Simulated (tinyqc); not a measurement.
# Strained Delta valleys, repopulation and conductivity mass: effect of the temperature

A cubic crystal with three pairs of conduction valleys along x, y and z under uniaxial stress X along [001] (X > 0 is tension); current along [110]. Non-degenerate electrons, fixed total density, one relaxation time for all valleys and stresses, masses unchanged by strain, so the mobility goes as the mean inverse mass.

Stress s_ij = X a_i a_j with a the unit vector along [001]; strain e_ii = s11 s_ii + s12 (s_jj + s_kk), e_ij = s44 s_ij/2. Valley shift dE = Xu (n.e.n - trace(e)/3) with n the valley axis; share f proportional to exp(-dE/Vt). Inverse mass along the current d = [110]: (n.d)^2/ml + (1 - (n.d)^2)/mt; mu/mu0 = sum f (1/m) over the plain mean of 1/m. pi is the small-stress slope -d(mu/mu0)/dX; each row is against the unstrained crystal at the same T.

Inputs (values chosen for the exercise); values close to those of silicon:
```
symbol  value   unit                             meaning
s11       7.9  1/TPa                          compliance
s12     -2.19  1/TPa                          compliance
s44      12.8  1/TPa                          compliance
Xu          9     eV         shear deformation potential
ml      0.923     m0                   longitudinal mass
mt      0.195     m0                     transverse mass
X        1500    MPa  uniaxial stress (tension positive)
```

Constants: q = 1.602176634e-19 C, kB = 1.380649e-23 J/K, Vt = kB T/q. Results are converted to the units shown.

Effect of the temperature:
```
T (K),splitting/Vt,mu/mu0,pi (1e-11 1/Pa)
77,20.53,0.8217,162.7
120,13.17,0.8217,104.4
180,8.782,0.8217,69.61
240,6.586,0.8220,52.21
300,5.269,0.8230,41.76
380,4.160,0.8258,32.97
460,3.436,0.8301,27.24
```

The ratio mu/mu0 rises from 0.822 to 0.830, and pi goes as 1/T, from 163 to 27.2.

Numbers from tinyqc (`OMP_NUM_THREADS=1 python tinyqc.py 2530027 2530028 out.jsonl`; about 0.01 s on one thread of a shared Intel Xeon 2.30GHz).
